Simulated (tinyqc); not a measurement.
From results back to parameters: nanosheet or nanowire with hard walls, valleys of the Si type. Five cases, with inputs chosen for the exercise.

Problem. In a hard-walled rectangle E(n, l) = c pi^2 (n^2/(m_y W^2) + l^2/(m_z H^2)), c = hbar^2/2m0. Two levels were computed from hidden W and H.

Constants: hbar^2/2m0 = 3.80998211 eV angstrom^2.

Case 1.

Values chosen (out of a larger set: near those of Si; not measured data): m_y = 0.19 m0 (mass across the width); m_z = 0.934 m0 (mass along the height).

E(1, 1) = 0.042891 eV
E(2, 1) = 0.135662 eV

Case 2.

Values chosen (out of a larger set: near those of Si; not measured data): m_y = 0.19 m0 (mass across the width); m_z = 0.913 m0 (mass along the height).

E(1, 1) = 0.046004 eV
E(2, 1) = 0.063351 eV

Case 3.

Values chosen (out of a larger set: near those of Si; not measured data): m_y = 0.186 m0 (mass across the width); m_z = 0.906 m0 (mass along the height).

E(1, 1) = 0.011241 eV
E(2, 1) = 0.020945 eV

Case 4.

Values chosen (out of a larger set: near those of Si; not measured data): m_y = 0.189 m0 (mass across the width); m_z = 0.903 m0 (mass along the height).

E(1, 1) = 0.015345 eV
E(2, 1) = 0.028879 eV

Case 5.

Values chosen (out of a larger set: near those of Si; not measured data): m_y = 0.191 m0 (mass across the width); m_z = 0.898 m0 (mass along the height).

E(1, 1) = 0.027334 eV
E(2, 1) = 0.071994 eV

Find: width term; height term; W; H.

Solution. The difference of the two levels is three times the width term; the rest of E(1, 1) is the height term.

Case 1.

width term = 30.92 meV
height term = 11.97 meV
W = 80.0 angstrom
H = 58.0 angstrom

Case 2.

width term = 5.78 meV
height term = 40.22 meV
W = 185.0 angstrom
H = 32.0 angstrom

Case 3.

width term = 3.23 meV
height term = 8.01 meV
W = 250.0 angstrom
H = 72.0 angstrom

Case 4.

width term = 4.51 meV
height term = 10.83 meV
W = 210.0 angstrom
H = 62.0 angstrom

Case 5.

width term = 14.89 meV
height term = 12.45 meV
W = 115.0 angstrom
H = 58.0 angstrom

Computed by tinyqc, one run a case: `OMP_NUM_THREADS=1 python tinyqc.py N N+1 out.jsonl` with N = 1250275, 1250308, 1250369, 1250372, 1250440; one thread of a shared Intel(R) Xeon(R) Processor @ 2.30GHz, about 0.03 s a run at most.
